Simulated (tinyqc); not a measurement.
Binding against position: donor or exciton in a quantum well (variational effective-mass method). Computed by tinyqc, a small Python program. Command: `OMP_NUM_THREADS=1 python tinyqc.py 3012370 3012371 out.jsonl welldonor walk`. One thread of a shared host (Intel(R) Xeon(R) Processor @ 2.30GHz), about 0.2 s of CPU time with the checks.

H = -nabla^2 - 2/|r - r_i| + V(z) in effective units; trial function psi = f(z) exp(-|r - r_i|/lambda), f the ground state of the well. Mass and screening are the same in well and barrier; l = L/a* is the width in effective units. Bands are flat: no polarisation or applied field.

Inputs (values chosen for the exercise, for a model semiconductor):

| quantity | value | unit |
|---|---|---|
| electron mass m | 0.0318 | m_0 |
| dielectric constant eps | 14.8 | - |
| well width L | 13 | nm |
| barrier height V_0 | 0.43 | eV |

Centre: donor. Barriers: finite.

Constants: Ry = 13.605693123 eV; a_0 = 0.529177210903 angstrom.

Method:
- Ry* = Ry m/eps^2, a* = a_0 eps/m; l = L/a*.
- k solves k tan(k l/2) = sqrt(v - k^2), v = V_0/Ry*, 0 < k l/2 < pi/2 (bisection); f = cos(k z) inside and cos(k l/2) exp(-kappa (|z| - l/2)) outside, kappa = sqrt(v - k^2); subband energy k^2 Ry*.
- Binding E_b(lambda) = -1/lambda^2 + 4 A/(lambda B), with A = int f^2 exp(-2 s/lambda) dz, B = int f^2 exp(-2 s/lambda)(1 + 2 s/lambda) dz and s = |z - z_i|; 40 Gauss-Legendre points on each piece between the walls at z = -l/2 and l/2 and z_i, and out to 12/(kappa + 1/lambda) beyond the walls.
- Each row maximises over lambda (golden section, 0.3 to 4).

l = 0.527846

Ry* = 1.97526 meV

Against position:

| z_i/L | lambda (a*) | binding (Ry*) | binding (meV) |
|---|---|---|---|
| 0.0 | 0.7420 | 2.5404 | 5.0180 |
| 0.1 | 0.7533 | 2.4871 | 4.9127 |
| 0.2 | 0.7880 | 2.3406 | 4.6232 |
| 0.3 | 0.8464 | 2.1364 | 4.2199 |
| 0.4 | 0.9254 | 1.9181 | 3.7887 |
| 0.5 | 1.0159 | 1.7196 | 3.3967 |

From the centre to the wall the binding falls from 5.018 to 3.397 meV, 68 % of the centre value, since the walls keep the electron away from an off-centre ion; uniform doping thus gives a band of levels 1.621 meV wide, with a peak in its density at the centre value, where the slope vanishes.

Extremes, crossings and ranges named in words are read from the listed rows.
